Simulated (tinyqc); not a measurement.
From Stokes shift back to ground-state phonon hbar omega_g: configuration-coordinate model of a defect: Huang-Rhys factor and luminescence line shape. Computed by tinyqc, a small Python program. Command: `OMP_NUM_THREADS=1 python tinyqc.py 3023652 3023653 out.jsonl ccline inv`. One thread of a shared host (Intel(R) Xeon(R) Processor @ 2.30GHz), about 0.05 s of CPU time with the checks.

Ground state E_g(Q) = (1/2) omega_g^2 Q^2; excited state E_e(Q) = E_0 + (1/2) omega_e^2 (Q - dQ)^2 with omega_e = omega_g and E_0 = E_ZPL. Q is mass-weighted; the dipole does not depend on Q (Condon approximation).

Inputs (values chosen for the exercise, for a model defect in a wide-gap host): zero-phonon energy E_ZPL = 2.15 eV; displacement dQ = 0.492 u^(1/2) angstrom.

Modes: equal frequencies in both states.

Constants: hbar^2/u = 4.18015928e-03 eV angstrom^2.

Method. S = hbar omega dQ^2/(2 hbar^2/u) for each state; relaxation energy S hbar omega; absorption at E_0 + S_e hbar omega_e, emission at E_0 - S_g hbar omega_g; the Stokes shift is their difference.

Task: A run gave the result below. Find the ground-state phonon hbar omega_g, known to lie between 33 and 49 meV.

Stokes shift = 0.08048023 eV

Result:

Each step takes the trial c = (a f_b - b f_a)/(f_b - f_a), f being the result less the target and a, b, c the logarithms of the listed values; c replaces end b, the old b replaces a if the sign of f changed, and otherwise f_a is halved.

Scan of the range:
```
ground-state phonon hbar omega_g (meV)  Stokes shift (eV)
33.0                                             0.063062
35.2                                             0.071750
37.6                                             0.081868
40.2                                             0.093581
43.0                                             0.107072
45.9                                             0.122001
49.0                                             0.139037
```

False position (Illinois rule, in the logarithm of the input) inside the bracket:
```
step    end a    end b    trial  Stokes shift (eV)
1     35.2000  37.6000  37.2614          0.0804000
2     37.6000  37.2614  37.2798          0.0804795
3     37.6000  37.2798  37.2802          0.0804809
4     37.2798  37.2802  37.2800          0.0804802
```

Stokes shift rises at every point of a 13-point scan of the range (every second point is shown), so one value fits; it is bracketed by 35.2 and 37.6. The scan shows a pure power law with exponent 2.000, so scaling from any one row also gives the answer directly. Answer: ground-state phonon hbar omega_g = 37.28 meV.
